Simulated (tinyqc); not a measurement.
Oxide trap near a transistor channel: two-state multiphonon kinetics, telegraph noise and bias instability: one step, computed by the program tinyqc.

An n-channel device under positive gate bias. The trap is empty (state 1) or holds an electron (state 2); both states are parabolas of equal curvature, and the electron reservoir is taken at the Fermi level of the channel.

Task: Barriers and time constants. E_21 = E_t - e F x is the energy of state 2 over state 1; barriers E_c = (E_R + E_21)^2/(4 E_R), E_e = E_c - E_21; tau_c = exp(E_c/k_B T)/(k_0 P), tau_e = exp(E_e/k_B T)/(k_0 P), P the tunnelling factor; occupation f_2 = tau_e/(tau_c + tau_e); 1/tau_0 = 1/tau_c + 1/tau_e.

Inputs (values chosen for the exercise, with an insulator like SiO2 on silicon):
```
quantity,value,unit
trap depth x from the interface,1.5,nm
trap level above E_F at zero field E_t,0.3,eV
relaxation energy E_R,2.2,eV
oxide field F,2.1,MV/cm
attempt rate k_0 at the interface,8e+12,1/s
temperature T,450,K
```

Parts treated: one trap and an ensemble.

tunnelling factor = 2.806883e-08

Constants: k_B = 8.617333262e-05 eV/K.

Give: E_21; capture barrier E_c; emission barrier E_e; capture time tau_c; emission time tau_e; occupation f_2; tau_0.

Result:

E_21 = -0.015 eV

capture barrier E_c = 0.54253 eV

emission barrier E_e = 0.55753 eV

capture time tau_c = 5.3052 s

emission time tau_e = 7.8108 s

occupation f_2 = 0.59552

tau_0 = 3.1594 s

The two times are within a factor 30 of each other, so the trap switches between both states and shows as telegraph noise.
